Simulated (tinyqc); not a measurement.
Inside a calculation. Method: RHF in the 3-21g basis, for H2, spin multiplicity 1. Computed by tinyqc, a small Python program that keeps every step (integrals from PySCF). Settings: charge = 0, multiplicity = 1, basis = 3-21g, energy threshold = 1e-09, iteration cap = 59, orthogonalisation = symmetric, start = core, DIIS depth = 4, damping = 0.5, method = RHF. Command: `OMP_NUM_THREADS=1 python tinyqc.py 20438 20439 out.jsonl` (the two numbers bound the seeds that draw the settings). One thread of a shared host (Intel(R) Xeon(R) Processor @ 2.60GHz), about 0.04 s of CPU time with the checks. Later iterations appear only in the table of the cycle.

## One-electron integrals

Geometry (angstrom):
```
atom         x         y         z
H     0.000000  0.000000  0.000000
H     0.000000  0.000000  0.968000
```

Basis 3-21g: exponents (1/bohr^2) and contraction coefficients of normalised primitives:
```
element  l (shell)  exponent  coefficient
H            s (1)  5.447178     0.156285
H            s (1)  0.824547     0.904691
H            s (2)  0.183192     1.000000
```

Overlap, kinetic and nuclear-attraction integrals over the contracted functions; the nuclear repulsion is the sum of Za Zb / Rab.

nuclear repulsion = 0.54667067 hartree

overlap S:
```
          1H 1s     1H 2s     2H 1s     2H 2s
1H 1s  1.000000  0.645899  0.220311  0.389398
1H 2s  0.645899  1.000000  0.389398  0.736021
2H 1s  0.220311  0.389398  1.000000  0.645899
2H 2s  0.389398  0.736021  0.645899  1.000000
```

kinetic energy T (hartree):
```
          1H 1s     1H 2s     2H 1s     2H 2s
1H 1s  1.549405  0.293152  0.001985  0.116957
1H 2s  0.293152  0.274788  0.116957  0.160924
2H 1s  0.001985  0.116957  1.549405  0.293152
2H 2s  0.116957  0.160924  0.293152  0.274788
```

nuclear attraction V (hartree):
```
           1H 1s      1H 2s      2H 1s      2H 2s
1H 1s  -2.267189  -1.132605  -0.451937  -0.703810
1H 2s  -1.132605  -1.165508  -0.703810  -0.911488
2H 1s  -0.451937  -0.703810  -2.267189  -1.132605
2H 2s  -0.703810  -0.911488  -1.132605  -1.165508
```

core Hamiltonian H = T + V (hartree):
```
           1H 1s      1H 2s      2H 1s      2H 2s
1H 1s  -0.717784  -0.839454  -0.449952  -0.586853
1H 2s  -0.839454  -0.890720  -0.586853  -0.750564
2H 1s  -0.449952  -0.586853  -0.717784  -0.839454
2H 2s  -0.586853  -0.750564  -0.839454  -0.890720
```

## Two-electron integrals

Functions are numbered as in S; the eight-fold symmetry (ij|kl) = (ji|kl) = (kl|ij) leaves the list below.

Two-electron integrals (ij|kl) in chemists' order, unique and non-zero (hartree):
```
(11|11) 1.140145   (21|11) 0.611403   (21|21) 0.345152   (22|11) 0.626370
(22|21) 0.380329   (22|22) 0.482957   (31|11) 0.189665   (31|21) 0.109899
(31|22) 0.125770   (31|31) 0.050094   (32|11) 0.236997   (32|21) 0.146076
(32|22) 0.189234   (32|31) 0.072367   (32|32) 0.124803   (33|11) 0.539298
(33|21) 0.340922   (33|22) 0.463937   (33|31) 0.189665   (33|32) 0.359400
(33|33) 1.140145   (41|11) 0.359400   (41|21) 0.204057   (41|22) 0.227029
(41|31) 0.072367   (41|32) 0.098679   (41|33) 0.236997   (41|41) 0.124803
(42|11) 0.424215   (42|21) 0.260008   (42|22) 0.338114   (42|31) 0.100316
(42|32) 0.163258   (42|33) 0.424215   (42|41) 0.163258   (42|42) 0.261631
(43|11) 0.340922   (43|21) 0.214076   (43|22) 0.290478   (43|31) 0.109899
(43|32) 0.204057   (43|33) 0.611403   (43|41) 0.146076   (43|42) 0.260008
(43|43) 0.345152   (44|11) 0.463937   (44|21) 0.290478   (44|22) 0.400059
(44|31) 0.125770   (44|32) 0.227029   (44|33) 0.626370   (44|41) 0.189234
(44|42) 0.338114   (44|43) 0.380329   (44|44) 0.482957
```

## Orthogonalisation

S = U s U^T; symmetric (Loewdin) form X = U s^(-1/2) U^T, so that X^T S X = 1.

eigenvalues of S: 0.158128  0.411241  0.885540  2.545091

X:
```
           1H 1s      1H 2s      2H 1s      2H 2s
1H 1s   1.239881  -0.482246  -0.034087   0.029792
1H 2s  -0.482246   1.641933   0.029792  -0.661519
2H 1s  -0.034087   0.029792   1.239881  -0.482246
2H 2s   0.029792  -0.661519  -0.482246   1.641933
```

## Starting guess

The start is the orbitals of the core Hamiltonian; D = 2 C_occ C_occ^T.

D at the start:
```
          1H 1s     1H 2s     2H 1s     2H 2s
1H 1s  0.247237  0.200677  0.247237  0.200677
1H 2s  0.200677  0.162886  0.200677  0.162886
2H 1s  0.247237  0.200677  0.247237  0.200677
2H 2s  0.200677  0.162886  0.200677  0.162886
```

## Iteration 1: building the Fock matrix

J_ij = sum D_kl (ij|kl), K_ij = sum D_kl (ik|jl); F = H + J - 0.5 K; E = tr D H + tr D J / 2 - 0.25 tr D K + E_nn.

Coulomb J (hartree):
```
          1H 1s     1H 2s     2H 1s     2H 2s
1H 1s  1.446383  0.848736  0.338514  0.534446
1H 2s  0.848736  1.022033  0.534446  0.794506
2H 1s  0.338514  0.534446  1.446383  0.848736
2H 2s  0.534446  0.794506  0.848736  1.022033
```

exchange K (hartree):
```
          1H 1s     1H 2s     2H 1s     2H 2s
1H 1s  0.993870  0.838222  0.643138  0.727162
1H 2s  0.838222  0.818328  0.727162  0.773736
2H 1s  0.643138  0.727162  0.993870  0.838222
2H 2s  0.727162  0.773736  0.838222  0.818328
```

Fock matrix F (hartree):
```
           1H 1s      1H 2s      2H 1s      2H 2s
1H 1s   0.231664  -0.409828  -0.433007  -0.415988
1H 2s  -0.409828  -0.277851  -0.415988  -0.342926
2H 1s  -0.433007  -0.415988   0.231664  -0.409828
2H 2s  -0.415988  -0.342926  -0.409828  -0.277851
```

total energy of this density = -1.06417322 hartree

This density is the starting one.

## Iteration 1: diagonalisation and new density

Diagonalise F' = X^T F X, C = X C', fill 1 alpha and 1 beta electrons from the bottom; D = 2 C_occ C_occ^T; the new density keeps 0.5 of the old one (damping). Each column has its largest component positive (the first on a tie).

F' = X^T F X (hartree):
```
           1          2          3          4
1   0.784517  -0.625370  -0.303265  -0.134730
2  -0.625370   0.299874  -0.134730  -0.205139
3  -0.303265  -0.134730   0.784517  -0.625370
4  -0.134730  -0.205139  -0.625370   0.299874
```

orbital energies (hartree): MO1 -0.496290, MO2 0.225756, MO3 1.072277, MO4 1.367039

coefficients C:
```
            MO1        MO2        MO3        MO4
1H 1s  0.270804   0.130937   0.869477  -0.962000
1H 2s  0.350895   1.236459  -0.678111   1.120359
2H 1s  0.270804  -0.130937   0.869477   0.962000
2H 2s  0.350895  -1.236459  -0.678111  -1.120359
```

D after iteration 1:
```
          1H 1s     1H 2s     2H 1s     2H 2s
1H 1s  0.196953  0.195363  0.196953  0.195363
1H 2s  0.195363  0.204570  0.195363  0.204570
2H 1s  0.196953  0.195363  0.196953  0.195363
2H 2s  0.195363  0.204570  0.195363  0.204570
```

## Iteration 2: building the Fock matrix

As before.

Coulomb J (hartree):
```
          1H 1s     1H 2s     2H 1s     2H 2s
1H 1s  1.407215  0.829772  0.329376  0.522045
1H 2s  0.829772  1.008002  0.522045  0.782758
2H 1s  0.329376  0.522045  1.407215  0.829772
2H 2s  0.522045  0.782758  0.829772  1.008002
```

exchange K (hartree):
```
          1H 1s     1H 2s     2H 1s     2H 2s
1H 1s  0.939292  0.818353  0.611563  0.710839
1H 2s  0.818353  0.828680  0.710839  0.783260
2H 1s  0.611563  0.710839  0.939292  0.818353
2H 2s  0.710839  0.783260  0.818353  0.828680
```

Fock matrix F (hartree):
```
           1H 1s      1H 2s      2H 1s      2H 2s
1H 1s   0.219785  -0.418859  -0.426357  -0.420228
1H 2s  -0.418859  -0.297058  -0.420228  -0.359435
2H 1s  -0.426357  -0.420228   0.219785  -0.418859
2H 2s  -0.420228  -0.359435  -0.418859  -0.297058
```

total energy of this density = -1.07920814 hartree

This density is a damped mixture and is not idempotent.

## Iteration 2: DIIS over 2 matrices

error matrix X^T (FDS - SDF) X:
```
           1         2          3         4
1   0.000000  0.085085   0.000000  0.085085
2  -0.085085  0.000000  -0.085085  0.000000
3   0.000000  0.085085   0.000000  0.085085
4  -0.085085  0.000000  -0.085085  0.000000
```

B (overlaps of the stored error matrices):
```
               1              2
1  1.7349654e-01  1.0024003e-01
2  1.0024003e-01  5.7915068e-02
```

Minimise |sum c_i e_i|^2 with sum c_i = 1: solve [B -1; -1 0][c; lambda] = [0; -1] with B_ij = tr e_i^T e_j, and take F = sum c_i F_i.

DIIS coefficients: -1.368343  2.368343

extrapolated F (hartree):
```
           1H 1s      1H 2s      2H 1s      2H 2s
1H 1s   0.203530  -0.431216  -0.417258  -0.426029
1H 2s  -0.431216  -0.323339  -0.426029  -0.382026
2H 1s  -0.417258  -0.426029   0.203530  -0.431216
2H 2s  -0.426029  -0.382026  -0.431216  -0.323339
```

## Iteration 2: diagonalisation and new density

As before.

F' = X^T F X (hartree):
```
           1          2          3          4
1   0.754955  -0.625080  -0.274734  -0.134329
2  -0.625080   0.262579  -0.134329  -0.223804
3  -0.274734  -0.134329   0.754955  -0.625080
4  -0.134329  -0.223804  -0.625080   0.262579
```

orbital energies (hartree): MO1 -0.531337, MO2 0.197115, MO3 1.050334, MO4 1.318956

coefficients C:
```
            MO1        MO2        MO3        MO4
1H 1s  0.256038   0.145520   0.873940  -0.959902
1H 2s  0.362332   1.219315  -0.672070   1.138994
2H 1s  0.256038  -0.145520   0.873940   0.959902
2H 2s  0.362332  -1.219315  -0.672070  -1.138994
```

D after iteration 2:
```
          1H 1s     1H 2s     2H 1s     2H 2s
1H 1s  0.164032  0.190452  0.164032  0.190452
1H 2s  0.190452  0.233569  0.190452  0.233569
2H 1s  0.164032  0.190452  0.164032  0.190452
2H 2s  0.190452  0.233569  0.190452  0.233569
```

## Iteration 3: building the Fock matrix

As before.

Coulomb J (hartree):
```
          1H 1s     1H 2s     2H 1s     2H 2s
1H 1s  1.380448  0.816785  0.323122  0.513552
1H 2s  0.816785  0.998366  0.513552  0.774691
2H 1s  0.323122  0.513552  1.380448  0.816785
2H 2s  0.513552  0.774691  0.816785  0.998366
```

exchange K (hartree):
```
          1H 1s     1H 2s     2H 1s     2H 2s
1H 1s  0.901758  0.804141  0.589747  0.699113
1H 2s  0.804141  0.835042  0.699113  0.789086
2H 1s  0.589747  0.699113  0.901758  0.804141
2H 2s  0.699113  0.789086  0.804141  0.835042
```

Fock matrix F (hartree):
```
           1H 1s      1H 2s      2H 1s      2H 2s
1H 1s   0.211785  -0.424739  -0.421703  -0.422858
1H 2s  -0.424739  -0.309874  -0.422858  -0.370416
2H 1s  -0.421703  -0.422858   0.211785  -0.424739
2H 2s  -0.422858  -0.370416  -0.424739  -0.309874
```

total energy of this density = -1.08769591 hartree

This density is a damped mixture and is not idempotent.

## Iteration 3: DIIS over 3 matrices

error matrix X^T (FDS - SDF) X:
```
           1         2          3         4
1   0.000000  0.042554   0.000000  0.042554
2  -0.042554  0.000000  -0.042554  0.000000
3   0.000000  0.042554   0.000000  0.042554
4  -0.042554  0.000000  -0.042554  0.000000
```

B (overlaps of the stored error matrices):
```
               1              2              3
1  1.7349654e-01  1.0024003e-01  5.0133362e-02
2  1.0024003e-01  5.7915068e-02  2.8965245e-02
3  5.0133362e-02  2.8965245e-02  1.4486479e-02
```

As before.

DIIS coefficients: -0.585731  0.441543  1.144188

extrapolated F (hartree):
```
           1H 1s      1H 2s      2H 1s      2H 2s
1H 1s   0.203673  -0.430877  -0.417137  -0.425721
1H 2s  -0.430877  -0.322972  -0.425721  -0.381669
2H 1s  -0.417137  -0.425721   0.203673  -0.430877
2H 2s  -0.425721  -0.381669  -0.430877  -0.322972
```

## Iteration 3: diagonalisation and new density

As before.

F' = X^T F X (hartree):
```
           1          2          3          4
1   0.754867  -0.624828  -0.274821  -0.134148
2  -0.624828   0.262659  -0.134148  -0.223708
3  -0.274821  -0.134148   0.754867  -0.624828
4  -0.134148  -0.223708  -0.624828   0.262659
```

orbital energies (hartree): MO1 -0.530872, MO2 0.197166, MO3 1.049869, MO4 1.318890

coefficients C:
```
            MO1        MO2        MO3        MO4
1H 1s  0.256064   0.145486   0.873932  -0.959908
1H 2s  0.362311   1.219356  -0.672081   1.138950
2H 1s  0.256064  -0.145486   0.873932   0.959908
2H 2s  0.362311  -1.219356  -0.672081  -1.138950
```

D after iteration 3:
```
          1H 1s     1H 2s     2H 1s     2H 2s
1H 1s  0.147585  0.188001  0.147585  0.188001
1H 2s  0.188001  0.248054  0.188001  0.248054
2H 1s  0.147585  0.188001  0.147585  0.188001
2H 2s  0.188001  0.248054  0.188001  0.248054
```

## Iteration 27 (converged): orbitals

converged F (hartree):
```
           1H 1s      1H 2s      2H 1s      2H 2s
1H 1s   0.203800  -0.430610  -0.417060  -0.425485
1H 2s  -0.430610  -0.322667  -0.425485  -0.381375
2H 1s  -0.417060  -0.425485   0.203800  -0.430610
2H 2s  -0.425485  -0.381375  -0.430610  -0.322667
```

Diagonalise F' = X^T F X, C = X C', fill 1 alpha and 1 beta electrons from the bottom; D = 2 C_occ C_occ^T. Each column has its largest component positive (the first on a tie).

F' = X^T F X (hartree):
```
           1          2          3          4
1   0.754824  -0.624641  -0.274907  -0.134014
2  -0.624641   0.262746  -0.134014  -0.223624
3  -0.274907  -0.134014   0.754824  -0.624641
4  -0.134014  -0.223624  -0.624641   0.262746
```

orbital energies (hartree): MO1 -0.530501, MO2 0.197225, MO3 1.049540, MO4 1.318876

coefficients C:
```
            MO1        MO2        MO3        MO4
1H 1s  0.256094   0.145449   0.873923  -0.959913
1H 2s  0.362288   1.219400  -0.672094   1.138903
2H 1s  0.256094  -0.145449   0.873923   0.959913
2H 2s  0.362288  -1.219400  -0.672094  -1.138903
```

D after iteration 27:
```
          1H 1s     1H 2s     2H 1s     2H 2s
1H 1s  0.131168  0.185560  0.131168  0.185560
1H 2s  0.185560  0.262505  0.185560  0.262505
2H 1s  0.131168  0.185560  0.131168  0.185560
2H 2s  0.185560  0.262505  0.185560  0.262505
```

## Convergence

Stop when the energy changes by less than 1e-09 hartree and every element of the error matrix X^T (F D S - S D F) X is below 9e-06.

Course of the cycle:
```
iteration  E (hartree)     change  largest element of the error matrix
1          -1.06417322          -                             1.47e-01
2          -1.07920814  -1.50e-02                             8.51e-02
3          -1.08769591  -8.49e-03                             4.26e-02
4          -1.09231228  -4.62e-03                             2.13e-02
5          -1.09471340  -2.40e-03                             1.06e-02
6          -1.09593718  -1.22e-03                             5.31e-03
7          -1.09655484  -6.18e-04                             2.65e-03
8          -1.09686512  -3.10e-04                             1.33e-03
9          -1.09702061  -1.55e-04                             6.63e-04
10         -1.09709845  -7.78e-05                             3.32e-04
11         -1.09713739  -3.89e-05                             1.66e-04
12         -1.09715687  -1.95e-05                             8.29e-05
13         -1.09716661  -9.74e-06                             4.15e-05
14         -1.09717148  -4.87e-06                             2.07e-05
15         -1.09717391  -2.44e-06                             1.04e-05
16         -1.09717513  -1.22e-06                             5.18e-06
17         -1.09717574  -6.09e-07                             2.59e-06
18         -1.09717604  -3.04e-07                             1.30e-06
19         -1.09717620  -1.52e-07                             6.48e-07
20         -1.09717627  -7.61e-08                             3.24e-07
21         -1.09717631  -3.81e-08                             1.62e-07
22         -1.09717633  -1.90e-08                             8.10e-08
23         -1.09717634  -9.51e-09                             4.05e-08
24         -1.09717634  -4.76e-09                             2.02e-08
25         -1.09717635  -2.38e-09                             1.01e-08
26         -1.09717635  -1.19e-09                             5.06e-09
27         -1.09717635  -5.95e-10                             2.53e-09
```

PySCF RHF in the same basis = -1.09717635 hartree

Converged in 27 iterations.

## Populations, bond orders and dipole

Mulliken: Z minus the diagonal of D S on the atom; Loewdin: the same with S^(1/2) D S^(1/2); Mayer order: 2 sum_s sum (D(s) S)_ij (D(s) S)_ji over the two atoms.

Charges (e):
```
atom  Mulliken  Loewdin
1H           0        0
2H    0.000000        0
```

Mayer bond orders:
```
pair     order
2-1   1.000000
```

dipole moment about the origin, x y z (debye): 0.000000  0.000000  0.000000
